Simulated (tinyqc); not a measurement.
Carrier lifetime from Shockley-Read-Hall, radiative, Auger and surface recombination: one step, computed by the program tinyqc.

Energies are counted from the top of the valence band. Boltzmann statistics, full ionisation, and equal excess densities of electrons and holes.

Problem. Steady state under generation. With n = n_0 + dn, p = p_0 + dn and U/dn = 1/tau: (n p - n_i^2)/dn = n_0 + p_0 + dn = s; 1/tau_SRH = s/[tau_p0 (n + n1) + tau_n0 (p + p1)]; 1/tau_rad = B s; 1/tau_Aug = (C_n n + C_p p) s; the rates add. dn solves dn/tau_eff(dn) = G (60 bisections in ln dn between 1e-2 and 1e22 cm^-3); the splitting of the quasi-Fermi levels is k_B T ln(n p/n_i^2).

Inputs (values chosen for the exercise, with bands modelled on ZnSe):

| quantity | value | unit |
|---|---|---|
| temperature T | 250 | K |
| doping N | 4.6e+17 | cm^-3 |
| radiative coefficient B | 6.5e-11 | cm^3/s |
| Auger coefficient C_n | 1.5e-31 | cm^6/s |
| Auger coefficient C_p | 9.1e-32 | cm^6/s |
| generation rate G | 1.4e+23 | cm^-3 s^-1 |

Doping: n-type. Surface term: none.

n_0 = 4.60e+17 cm^-3

p_0 = 6.654892e-37 cm^-3

tau_p0 = 8.085096e-09 s

n1 = 2.458858e+13 cm^-3

tau_n0 = 4.147963e-07 s

p1 = 1.244988e-32 cm^-3

n_i = 5.532857e-10 cm^-3

Constants: k_B = 8.617333262e-05 eV/K.

Give: steady excess density; lifetime in the steady state; quasi-Fermi splitting under G.

Solution.

steady excess density = 9.901e+14 cm^-3

lifetime in the steady state = 7.072e-09 s

quasi-Fermi splitting under G = 2.538 eV

Caution: the doping is near the effective density of states, where Boltzmann statistics fail and the gap narrows.
